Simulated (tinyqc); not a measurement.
Carrier statistics of a doped semiconductor with parabolic bands, step by step. Values are carried at full precision from step to step, so a last printed digit may differ when a step is redone from the rounded ones.

Constants: kB = 8.617333262e-05 eV/K; hbar^2/2m0 = 3.80998211 eV angstrom^2.

Parameters, chosen for this exercise (near those of Ge; the results hold for these values, not for the real material): Eg0 = 0.7382 eV (gap at 0 K); al = 0.000469 eV/K (Varshni alpha); be = 242 K (Varshni beta); T = 215 K; ml = 1.55 m0 (longitudinal electron mass); mt = 0.0832 m0 (transverse electron mass); Mv = 4 (equivalent valleys); mhh = 0.33 m0 (heavy-hole mass); mlh = 0.0424 m0 (light-hole mass); ND = 2.3e+15 1/cm^3 (donors); NA = 1.1e+15 1/cm^3 (acceptors); ED = 0.012 eV (donor level below Ec); EA = 0.011 eV (acceptor level above Ev).

## Gap and thermal energy

Eg(T) = Eg0 - al T^2/(T + be) (Varshni).

Eg = 0.69076 eV
kT = 0.018527 eV

The gap has shrunk by 47.4 meV from 0 K and is 37.3 kT wide.

## Effective densities of states

m_de = Mv^(2/3) (ml mt^2)^(1/3); m_dh = (mhh^(3/2) + mlh^(3/2))^(2/3); N = 2 (m kB T/(4 pi c))^(3/2) with c = hbar^2/2m0, in 1/angstrom^3; times 1e24 for 1/cm^3.

m_de = 0.5558 m0
m_dh = 0.3401 m0
Nc = 6.3081e+18 1/cm^3
Nv = 3.0191e+18 1/cm^3

The light holes supply 4.4 % of Nv, and Nc/Nv = 2.09.

## Intrinsic density and level

With Boltzmann statistics ni = sqrt(Nc Nv) exp(-Eg/2kT) and Ei = Eg/2 + (kT/2) ln(Nv/Nc), counted from Ev.

ni = 3.50e+10 1/cm^3
Ei = 0.3386 eV

Ei lies 6.8 meV below midgap, towards the band with the smaller density of states.

## Neutrality by bisection

Energies are counted from Ev, so Ec = Eg. n = Nc F_1/2((EF - Eg)/kT), p = Nv F_1/2(-EF/kT), ND+ = ND/(1 + 2 exp((EF - Eg + ED)/kT)), NA- = NA/(1 + 4 exp((EA - EF)/kT)); neutrality asks p + ND+ = n + NA-. F_j(eta) = (1/Gamma(j + 1)) integral_0^infinity x^j dx/(1 + exp(x - eta)), which tends to exp(eta) for eta << 0.

Start from the bracket [-0.2 eV, Eg + 0.2 eV]; at the midpoint EF take the sign of p + ND+ - n - NA-; where it is positive EF must rise. Fourteen steps are shown.

Bisection (eV, 1/cm^3):

| step | low | high | EF | n | p | ND+ | NA- | sign |
|---|---|---|---|---|---|---|---|---|
| 1 | -0.20000 | 0.89076 | 0.34538 | 5.06e+10 | 2.42e+10 | 2.30e+15 | 1.10e+15 | + |
| 2 | 0.34538 | 0.89076 | 0.61807 | 1.24e+17 | 9.81e+03 | 2.14e+15 | 1.10e+15 | - |
| 3 | 0.34538 | 0.61807 | 0.48173 | 7.94e+13 | 1.54e+07 | 2.30e+15 | 1.10e+15 | + |
| 4 | 0.48173 | 0.61807 | 0.54990 | 3.15e+15 | 3.89e+05 | 2.30e+15 | 1.10e+15 | - |
| 5 | 0.48173 | 0.54990 | 0.51581 | 5.00e+14 | 2.45e+06 | 2.30e+15 | 1.10e+15 | + |
| 6 | 0.51581 | 0.54990 | 0.53286 | 1.25e+15 | 9.76e+05 | 2.30e+15 | 1.10e+15 | - |
| 7 | 0.51581 | 0.53286 | 0.52433 | 7.92e+14 | 1.55e+06 | 2.30e+15 | 1.10e+15 | + |
| 8 | 0.52433 | 0.53286 | 0.52859 | 9.97e+14 | 1.23e+06 | 2.30e+15 | 1.10e+15 | + |
| 9 | 0.52859 | 0.53286 | 0.53072 | 1.12e+15 | 1.09e+06 | 2.30e+15 | 1.10e+15 | + |
| 10 | 0.53072 | 0.53286 | 0.53179 | 1.18e+15 | 1.03e+06 | 2.30e+15 | 1.10e+15 | + |
| 11 | 0.53179 | 0.53286 | 0.53232 | 1.22e+15 | 1.00e+06 | 2.30e+15 | 1.10e+15 | - |
| 12 | 0.53179 | 0.53232 | 0.53206 | 1.20e+15 | 1.02e+06 | 2.30e+15 | 1.10e+15 | - |
| 13 | 0.53179 | 0.53206 | 0.53192 | 1.19e+15 | 1.03e+06 | 2.30e+15 | 1.10e+15 | + |
| 14 | 0.53192 | 0.53206 | 0.53199 | 1.20e+15 | 1.02e+06 | 2.30e+15 | 1.10e+15 | + |

Each step halves the bracket, which is 0.133 meV wide at the last row.

## The neutral state

Solve the neutrality condition for EF to convergence.

EF = 0.5320 eV
n = 1.20e+15 1/cm^3
p = 1.02e+06 1/cm^3
ND+ = 2.30e+15 1/cm^3
NA- = 1.10e+15 1/cm^3

The material is n-type; 99.9 % of the donors are ionised. EF lies 8.57 kT inside the gap from the conduction edge, so Boltzmann statistics would serve; n p/(Nc Nv exp(-Eg/kT)) = 1.000.

## Checks

- F_1/2(1) by the trapezoid rule against adaptive quadrature: both 1.575641.
- Positive against negative charge at the solution (1/cm^3): both 2.29833e+15.

Run: tinyqc, `OMP_NUM_THREADS=1 python tinyqc.py 1680617 1680618 out.jsonl`; Intel(R) Xeon(R) Processor @ 2.30GHz, one thread, shared host; about 0.01 s of CPU time with all checks.
